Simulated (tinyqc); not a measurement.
Changing the lattice temperature T: hot carriers by balance equations with a heated Maxwellian. Computed by tinyqc, a small Python program. Command: `OMP_NUM_THREADS=1 python tinyqc.py 3012828 3012829 out.jsonl hot sweep`. One thread of a shared host (Intel(R) Xeon(R) Processor @ 2.30GHz), about 0.05 s of CPU time with the checks.

The carriers follow a Maxwellian at an electron temperature T_e, slightly displaced; the drift energy is neglected against k_B T_e. The balance averages the rate, not the time, so mu_0 lies below the relaxation-time value.

Inputs (values chosen for the exercise, modelled on holes in germanium):

| quantity | value | unit |
|---|---|---|
| effective mass m | 0.299 | m_0 |
| density rho | 5323 | kg/m^3 |
| sound velocity v_l | 5290 | m/s |
| acoustic deformation potential D_A | 4.6 | eV |
| phonon energy hbar w | 35.4 | meV |
| optical or intervalley deformation potential D_o | 8.2 | 1e8 eV/cm |
| final valleys Z_f | 1 | - |
| electric field F | 7.7 | kV/cm |
| mixing | 0.4 | - |
| iteration cap | 300 | - |

Band: parabolic. Solver: damped fixed point.

Constants: k_B = 8.617333262e-05 eV/K; k_B = 1.380649e-23 J/K; e = 1.602176634e-19 C; hbar = 1.054571817e-34 J s; m_0 = 9.1093837015e-31 kg; hbar = 6.582119569e-16 eV s.

Method:
- Parabolic band: E = hbar^2 k^2/(2 m), speed v = hbar k/m, states per spin, volume and energy g(E) = m k/(2 pi^2 hbar^2). Masses are multiplied by m_0 and all formulas are in SI units.
- Phonon occupation N_q = 1/(exp(hbar w/(k_B T)) - 1).
- Acoustic deformation potential (elastic, equipartition, absorption and emission together): 1/tau = 2 pi k_B T D_A^2 g(E)/(hbar rho v_l^2).
- Optical or intervalley deformation potential: 1/tau = (pi Z_f D_o^2/(rho w)) [N_q g(E + hbar w) + (N_q + 1) g(E - hbar w)], with g = 0 below the band edge.
- Averages over the Maxwellian, <y> = int y x^(1/2) exp(-x) dx / int x^(1/2) exp(-x) dx with x = E/(k_B T_e), split at x_0 = hbar w/(k_B T_e): 64 Gauss-Legendre points in sqrt(x) below it and 128 in sqrt(x - x_0) above it, up to x = 32. Momentum balance: mu(T_e) = e/(m nu), nu = <x (sum of rates)>/<x>. Power lost per carrier: P(T_e) = hbar w <emission rate - absorption rate> + <(2 m v_l^2/(k_B T)) (E - 2 k_B T) acoustic rate>.
- Energy relaxation time at weak heating: tau_E = (3/2) k_B / (dP/dT_e), the derivative by a central difference of +/- 0.5 K at T_e = T.
- Fixed point: T_out = T + (T_e - T) e mu(T_e) F^2/P(T_e), T_new = T_e + mixing (T_out - T_e).
- Start at T_e = 1.5 T; stop when T_e moves by less than 1e-6 K or exceeds 1e6 K.
- v = mu(T_e) F; warm-carrier coefficient (mu/mu_0 - 1)/F^2.

One run for each value:

| lattice temperature T (K) | drift velocity (1e7 cm/s) | low-field mobility mu_0 (cm^2/(V s)) | electron temperature T_e (K) | energy relaxation time tau_E (ps) |
|---|---|---|---|---|
| 80 | 1.1301 | 39105 | 1653.3 | 6.7818 |
| 140 | 1.0231 | 9893 | 1465.3 | 2.0466 |
| 190 | 0.9204 | 5129 | 1317.2 | 1.5439 |
| 250 | 0.8055 | 3023 | 1184.7 | 1.3703 |
| 340 | 0.6619 | 1758 | 1068.5 | 1.3244 |
| 450 | 0.5282 | 1105 | 1014.1 | 1.3643 |
| 600 | 0.3992 | 699 | 1025.0 | 1.4626 |

Give the missing row, lattice temperature T (K) = 110.

Computed row; columns: (1) lattice temperature T (K); (2) drift velocity (1e7 cm/s); (3) low-field mobility mu_0 (cm^2/(V s)); (4) electron temperature T_e (K); (5) energy relaxation time tau_E (ps):
```
(1)     (2)    (3)     (4)     (5)
110  1.0814  17584  1562.8  3.0003
```

Interpolating between the two neighbouring rows (the first column on a logarithmic scale, the others too where they are positive) misses most in energy relaxation time tau_E (ps), by 14 %. Over the rows, drift velocity (1e7 cm/s) falls from 1.13 to 0.399 (exponent d ln y / d ln x -0.14 between the first rows and -0.97 between the last); low-field mobility mu_0 (cm^2/(V s)) falls from 39100 to 699 (exponent d ln y / d ln x -2.5 between the first rows and -1.6 between the last); electron temperature T_e (K) goes from 1650 through a minimum among these rows, 1010 at 450, to 1020. mu_0 changes by a factor 55.9 over the table and the drift velocity at this field by 2.83: hot carriers care less about the lattice temperature.

Caution (rows 80.0, 110, 140): k_B T_e exceeds 0.12 eV, where non-parabolicity and a non-Maxwellian tail matter.

Extremes, crossings and ranges named in words are read from the listed rows.
